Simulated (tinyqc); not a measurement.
Thermodynamics of metal silicides: hull, first phase, silicon consumed, nucleation and stability against SiO2: one step, computed by the program tinyqc. Command: `OMP_NUM_THREADS=1 python tinyqc.py 3024207 3024208 out.jsonl silphase walk`. One thread of a shared host (Intel(R) Xeon(R) Processor @ 2.30GHz), about 0.01 s of CPU time with the checks.

Entropies of formation of the solids are neglected, so heats stand for free energies. Si fractions: M2Si 0.3333, MSi 0.5000, MSi2 0.6667.

Task: Nucleation of MSi2 from MSi and Si. Where free silicon remains, MSi + Si -> MSi2 gains dH = 3 H(MSi2) - 2 H(MSi) per mole of M; per volume dG = |dH|/V(MSi2); r* = 2 gamma/dG, W* = 16 pi gamma^3/(3 dG^2). For comparison the same with MSi forming from the elements, 2 |H(MSi)|/V(MSi).

Inputs (values chosen for the exercise, of the order of those of cobalt silicides for heats and volumes only):

| quantity | value | unit |
|---|---|---|
| heat of formation of MSi | -49.1 | kJ/mol atoms |
| heat of formation of MSi2 | -36 | kJ/mol atoms |
| change of interface energy gamma | 0.21 | J/m^2 |
| temperature T | 900 | K |

Phases: M2Si, MSi, MSi2.

volumes of the three phases per mole of M (cm^3/mol): 9.73  13.4  22.8

Constants: e = 1.602176634e-19 C; k_B = 8.617333262e-05 eV/K.

Give: dH of the reaction; driving force; critical radius; barrier W*; W*/(k_B T); barrier for MSi from the elements.

Result:

dH of the reaction = -9.8 kJ/mol M

driving force = 0.4298 kJ/cm^3

critical radius = 0.9771 nm

barrier W* = 5.242 eV

W*/(k_B T) = 67.59

barrier for MSi from the elements = 0.01803 eV

The barrier is 290 times that of MSi from the elements, since little energy is left to gain: nucleation may then delay this step to a higher temperature.
